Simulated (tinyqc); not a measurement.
## Offset from the accumulated charge

Question. Layer 1 (x < 0) accumulates electrons and layer 2 (x > 0) is depleted. Boltzmann statistics. Sheet densities from the first integral: Q1 = sqrt((2 eps0 eps_r Vt N1/q)(exp(u1) - u1 - 1)) extra electrons, Q2 = sqrt((2 eps0 eps_r Vt N2/q)(exp(-u2) + u2 - 1)) missing ones, u = V/Vt; neutrality Q1 = Q2 + si. V1 + V2 = dE + Vt ln[(N2/Nc2)/(N1/Nc1)]. Find V1, V2 and dE.

Parameters, values chosen for the exercise; values of the order of III-V alloys:
- T = 350 K (temperature)
- eps_r = 12.4 (relative permittivity of both layers)
- Nc1 = 7.9e17 cm^-3 (density of states of the narrow-gap layer 1)
- Nc2 = 6.9e17 cm^-3 (density of states of the wide-gap layer 2)
- N1 = 3.1e16 cm^-3 (donor density in layer 1)
- N2 = 1.4e16 cm^-3 (donor density in layer 2)
- si = 0 cm^-2 (fixed charge at the interface)

Constants: q = 1.602176634e-19 C, kB = 1.380649e-23 J/K, Vt = kB T/q, eps0 = 8.8541878128e-14 F/cm where lengths are in cm. Results are converted to the units shown.

Q1 = 1.3236191e11 cm^-2

Solution. Each sheet density rises steadily with its bending, so Q1 fixes V1 and Q2 = Q1 - si fixes V2.

V1 = 0.0392 V
V2 = 0.121 V
dE = 0.180 eV

tinyqc, about 0.07 s, one thread, Intel Xeon 2.30GHz (shared host): `OMP_NUM_THREADS=1 python tinyqc.py 2410098 2410099 out.jsonl`
